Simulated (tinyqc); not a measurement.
Heavy doping: gap narrowing, degeneracy and the minority density: one step. Degeneracy of the majority band. Three cases, with inputs chosen for the exercise.

Task: Solve for eta and form gam.

F_j(eta) = (1/Gamma(j + 1)) integral_0^infinity x^j dx/(1 + exp(x - eta)), which tends to exp(eta) for eta << 0.

Majority: N = Nc F_1/2(eta), eta the distance of EF beyond the majority band edge in kT. Degeneracy factor gam = F_1/2(eta)/exp(eta). ni0^2 = Nc Nv exp(-Eg/kT); product n p = ni0^2 gam exp(dEg/kT), dEg the true narrowing; apparent narrowing dEa = dEg + kT ln gam; minority density = n p/N.

Give: N/Nc; eta; gam.

Case 1.

Values chosen (out of a larger set: gap and densities of states near those of Si at this temperature; narrowing constants near the fits for Si; not measured data): N = 3.3e+19 1/cm^3 (ionised donors, equal to the majority density); Nc = 4.89e+19 1/cm^3 (conduction-band density of states).

Result:

N/Nc = 0.6748
eta = -0.1569
gam = 0.7895

Case 2.

Values chosen (out of a larger set: gap and densities of states near those of GaAs at this temperature; narrowing constants of the size fitted for Si, not for this material; not measured data): N = 1.8e+17 1/cm^3 (ionised donors, equal to the majority density); Nc = 7.39e+17 1/cm^3 (conduction-band density of states).

Result:

N/Nc = 0.2436
eta = -1.3265
gam = 0.9178

Case 3.

Values chosen (out of a larger set: gap and densities of states near those of Si at this temperature; narrowing constants near the fits for Si; not measured data): N = 3.6e+19 1/cm^3 (ionised donors, equal to the majority density); Nc = 2.74e+19 1/cm^3 (conduction-band density of states).

Result:

N/Nc = 1.314
eta = 0.7293
gam = 0.6336

Computed by tinyqc, one run a case: `OMP_NUM_THREADS=1 python tinyqc.py N N+1 out.jsonl` with N = 1650874, 1651105, 1651316; one thread of a shared Intel(R) Xeon(R) Processor @ 2.30GHz, about 0.01 s a run at most.
